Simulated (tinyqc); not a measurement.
# AlGaN/GaN HEMT with access regions, lumped model: effects of single changes

A polarisation-induced electron sheet under a Schottky gate, in series with two ungated access regions and contacts. Drift law v = mu E/(1 + mu E/vs) under the gate. Currents in mA/mm, resistances in ohm mm. No self-heating, no channel-length modulation; fits for polarisation, barrier and offset are chosen for the exercise.

Values chosen for this exercise; values close to those of AlGaN/GaN structures: aluminium share of the barrier x = 0.34; barrier thickness d = 30 nm; relative permittivity of barrier and channel eps_r = 9; channel mobility mu = 1400 cm^2/(V s); saturation velocity vs = 1.5e7 cm/s; gate length Lg = 1 um; source access length Ls = 1.5 um; drain access length Ld = 4 um; resistance of each contact Rc = 0.28 ohm mm; share of the drain-access electrons removed by traps ft = 0.27; gate voltage Vg = 0.5 V.

Constants: q = 1.602176634e-19 C, eps0 = 8.8541878128e-14 F/cm where lengths are in cm. Results are converted to the units shown.

Each table varies one quantity; the others keep the values above.

## Output curve without and with trapping

sigma = (5e13 x + 1.6e13 x^2) cm^-2, phiB = 0.84 + 1.3 x, dEc = 0.7 (1.71 x + x^2) in volts, Cb = eps0 eps_r/d, VT = phiB - dEc - q sigma/Cb, access density n0 = -Cb VT/q. Access resistance R(L, n) = L/(q mu n sqrt(1 - (I/(q n vs))^2)); Rs = Rc + R(Ls, n0), Rd = Rc + R(Ld, (1 - ft) n0). Vg' = Vg - I Rs, Vd' = Vd - I (Rs + Rd); with u = Vg' - VT, Vc = vs Lg/mu and w the smaller of Vd' and Vc [sqrt(1 + 2 u/Vc) - 1] (0 if negative), the channel gives (mu Cb/Lg)(u w - w^2/2)/(1 + w/Vc). I equals that channel current. The two columns take ft = 0 and ft = 0.27; collapse = 1 - (second)/(first).

Output curve without and with trapping:
```
Vd (V)  I, ft = 0 (mA/mm)  I, ft = 0.27 (mA/mm)  collapse (%)
0.25                113.1                 96.69         14.51
0.5                 225.1                 192.6         14.43
1                   445.1                 381.5         14.29
2                   863.1                 741.9         14.04
3                    1242                  1071         13.77
4                    1573                  1363         13.38
6                    2067                  1825         11.69
8                    2304                  2134          7.40
12                   2323                  2323          0.00
```

Without trapping the current rises from 113 to 2320 mA/mm and first comes within 2 % of its last value at Vd = 8 V among the rows; with trapping that knee lies at 12 V. The collapse is 15 % in the first row, at most 15 % and 0 % in the last: once the gated channel saturates, the drain access only takes spare voltage. For Vd = 4 to 12 V the power passes 5 W/mm, where self-heating, left out here, lowers the current. In every row the barrier is thick and rich enough in aluminium to relax or crack.

## Effect of the aluminium share of the barrier

Same model as above.

Isat is I at Vd = 10 V, gm = dIsat/dVg, Ron the limit of Vd/I at small Vd.

Effect of the aluminium share of the barrier:
```
x     VT (V)  n0 (cm^-2)  Ron (ohm mm)  Isat (mA/mm)  gm (mS/mm)
0.12  -2.916    4.834e12         7.784         438.8       159.2
0.17  -4.569    7.574e12         5.199         795.5       188.6
0.22  -6.273    1.040e13         3.949          1201       208.3
0.27  -8.030    1.331e13         3.213          1646       222.7
0.32  -9.838    1.631e13         2.728          2119       198.5
0.37  -11.70    1.939e13         2.385          2568       133.4
0.42  -13.61    2.256e13         2.130          2999       103.1
```

As x goes from 0.12 to 0.42, Ron falls from 7.78 to 2.13 ohm mm, Isat rises from 439 to 3000 mA/mm and gm goes from 159 through a maximum of 223 (at x = 0.27 among the rows listed) to 103 mS/mm. VT falls from -2.92 to -13.6 V. For x = 0.17 to 0.42 the power passes 5 W/mm, where self-heating, left out here, lowers the current. For x = 0.32 to 0.42 the barrier is thick and rich enough in aluminium to relax or crack. For x = 0.32 to 0.42 the gated channel is not yet saturated at 10 V, because the access regions take the voltage, and gm drops.

## Effect of the gate length

Same model as above.

The same in every row: VT (V) = -10.58; n0 (cm^-2) = 1.753e13.

Effect of the gate length:
```
Lg (um)  Ron (ohm mm)  Isat (mA/mm)  gm (mS/mm)
0.05            2.347          2632       5.548
0.09            2.357          2622       10.48
0.16            2.374          2602       20.20
0.29            2.405          2562       41.78
0.52            2.461          2482       87.27
0.93            2.561          2328       157.4
1.7             2.747          2076       202.8
3               3.063          1780       201.9
```

Read the table: what changes, and by how much?

As Lg goes from 0.05 to 3 um, Ron rises from 2.35 to 3.06 ohm mm, Isat falls from 2630 to 1780 mA/mm and gm goes from 5.55 through a maximum of 203 (at Lg = 1.7 um among the rows listed) to 202 mS/mm. The ceiling Cb vs is 398 mS/mm. In every row the power passes 5 W/mm, where self-heating, left out here, lowers the current. In every row the barrier is thick and rich enough in aluminium to relax or crack. In every row the gated channel is not yet saturated at 10 V, because the access regions take the voltage, and gm drops.

Program tinyqc, `OMP_NUM_THREADS=1 python tinyqc.py 2570167 2570168 out.jsonl`; Intel Xeon 2.30GHz, shared host, one thread, about 0.05 s.
